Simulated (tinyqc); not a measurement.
Nucleation and growth of vacancy voids in a cooling silicon-like crystal: one step, computed by the program tinyqc.

Spherical voids; vacancies are lost only to voids.

Task: Nucleation rate at T with the initial excess. C_e = C_m exp[-(E_f/k_B)(1/T - 1/T_m)]; D = D0 exp(-E_m/(k_B T)); f = k_B T ln(C/C_e); r* = 2 gamma/(rho f); W* = 16 pi gamma^3/(3 rho^2 f^2); Z = f/sqrt(12 pi W* k_B T); I = rho Z (4 pi r* D C) exp(-W*/(k_B T)).

Inputs (values chosen for the exercise, close to those used for silicon):
```
quantity,value,unit
vacancy density at the melting point C_m,5.4e+14,1/cm^3
formation energy E_f,4.28,eV
melting point T_m,1685,K
diffusion prefactor D0,0.00039,cm^2/s
migration energy E_m,0.45,eV
site density rho,5e+22,1/cm^3
void surface energy gamma,0.808,J/m^2
temperature of the worked step T,1340,K
```

initial excess C = 9.30e+13 1/cm^3

Constants: k_B = 8.617333262e-05 eV/K; k_B = 1.380649e-23 J/K; e = 1.602176634e-19 C.

Give: C_e; D; driving force f; critical radius r*; W*/(k_B T); rate I.

Result:

C_e = 2.7323e+11 1/cm^3

D = 7.9177e-06 cm^2/s

driving force f = 0.67321 eV

critical radius r* = 0.29965 nm

W*/(k_B T) = 16.426

rate I = 2.3869e+17 1/(cm^3 s)

Cooling by 10 K multiplies I by 3.1: nucleation switches on within a narrow range of temperature. Caution: at such a rate voids would have used up the initial excess before the crystal cooled to this T.
